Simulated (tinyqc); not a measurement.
Area and perimeter leakage from two diodes.

Question. A square diode and a finger diode leak I = JA area + JP perimeter. Find JA, JP and the side of the square at which both parts are equal.

areas (um^2): [10000, 60000]
perimeters (um): [400, 24300]
leakage currents (pA): [0.57, 8.895]

Solution. Two linear equations give JA and JP; for a square of side a, JA a^2 = 4 JP a at a = 4 JP/JA.

JA = 4.70e-9 A/cm^2
JP = 2.50e-12 A/cm
side for equal parts = 21.3 um

Computed by the program tinyqc: `OMP_NUM_THREADS=1 python tinyqc.py 2290054 2290055 out.jsonl`, one thread of a shared Intel Xeon 2.30GHz, about 0.01 s for the whole run.
